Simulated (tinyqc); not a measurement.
Inside a calculation. Model: concentration-dependent dopant diffusion with charged defects and the built-in field. Computed by tinyqc, a small Python program that keeps every step. Command: `OMP_NUM_THREADS=1 python tinyqc.py 3011558 3011559 out.jsonl extrinsic walk`. One thread of a shared host (Intel(R) Xeon(R) Processor @ 2.30GHz), about 0.08 s of CPU time with the checks. Intermediate numbers are printed to about 5 digits and carried at full precision; extremes and crossings named in words are read from the listed rows.

A constant source C_s feeds a half space. The dopant moves through neutral point defects and through charged ones, whose number grows with the majority carrier density n.

Inputs (values chosen for the exercise, modelled on boron in silicon): neutral prefactor D0x = 0.0431 cm^2/s; neutral activation energy E0 = 3.5 eV; singly charged prefactor D01 = 1.06 cm^2/s; activation energy E1 = 3.48 eV; surface concentration C_s = 2.6e+19 1/cm^3; junction level C_B = 2.2e+16 1/cm^3; temperature T = 875 C; time t = 110 s.

Field enhancement: off.

Constants: k_B = 8.617333262e-05 eV/K.

## Intrinsic density and partial diffusivities

n_i = 3.87e16 T^1.5 exp(-7014/T) per cm^3 (T in kelvin, an empirical form); each D = prefactor x exp(-E/(k_B T)); the intrinsic diffusivity D_i is their sum. Temperatures in kelvin are T(C) + 273.15.

n_i = 3.3467e+18 1/cm^3

partial diffusivities (cm^2/s): Dx 1.8677e-17, D1 5.6224e-16

intrinsic diffusivity D_i = 5.8092e-16 cm^2/s

## Diffusivity at the surface

n = C/2 + sqrt(C^2/4 + n_i^2); D(C) = h [Dx + D1 (n/n_i)], h = 1.

n/n_i = 7.8954

field factor h = 1

surface diffusivity D_s = 4.4578e-15 cm^2/s

enhancement D_s/D_i = 7.6737

C_s is 7.77 times n_i: diffusion is extrinsic near the surface. Caution: the built-in field is switched off although C_s exceeds n_i; with it D_s would be larger by the factor 1 + C_s/sqrt(C_s^2 + 4 n_i^2).

## Similarity solution

With y = x/sqrt(D_s t), u = C/C_s and q = -(D/D_s) du/dy: du/dy = -q D_s/D, dq/dy = -(y/2) q D_s/D, u(0) = 1. The surface flux q(0) is shot so that u tends to 0 (LSODA, an adaptive multistep solver, relative tolerance 1e-10). Dose Q = 2 q(0) C_s sqrt(D_s t). The junction lies where C = C_B.

surface flux q(0) = 0.45333

dose Q = 1.6507e+13 1/cm^2

junction in units of sqrt(D_s t) = 2.2305

junction depth x_j = 15.619 nm

For a constant D, q(0) = 1/sqrt(pi) = 0.5642; for D proportional to C it tends to 0.444, with the front at y = 1.616.

## Where the concentration falls to given levels

For comparison, erfc profiles with a constant D: x = 2 sqrt(D t) erfc^-1(C/C_s), with D = D_i and D = D_s.

Depth (nm):
```
C/C_s       D/D_s    full  erfc with D_i  erfc with D_s
8.00e-01  0.80785   2.834          0.906          2.509
5.00e-01  0.52467   6.417          2.411          6.680
2.00e-01  0.26189   9.672          4.581         12.691
1.00e-01  0.18849  10.954          5.880         16.289
3.00e-02  0.14587  12.456          7.758         21.491
1.00e-02  0.13531  13.538          9.208         25.509
1.00e-03  0.13081  15.488         11.763         32.587
1.00e-04  0.13036  17.214         13.909         38.529
```

The depth between C/C_s = 0.1 and 1e-4 spans 6.26 nm in the full profile, against 8.03 nm for D_i and 22.2 nm for D_s; the ratio of the depths at 1e-4 and at 0.5 is 2.68, against 5.77 for any erfc. The profile is box-like: fast diffusion in the heavily doped part feeds a front that moves slowly where D drops to D_i.

Checks made by the program: dose from the flux against the area under the profile (relative difference 5e-08).
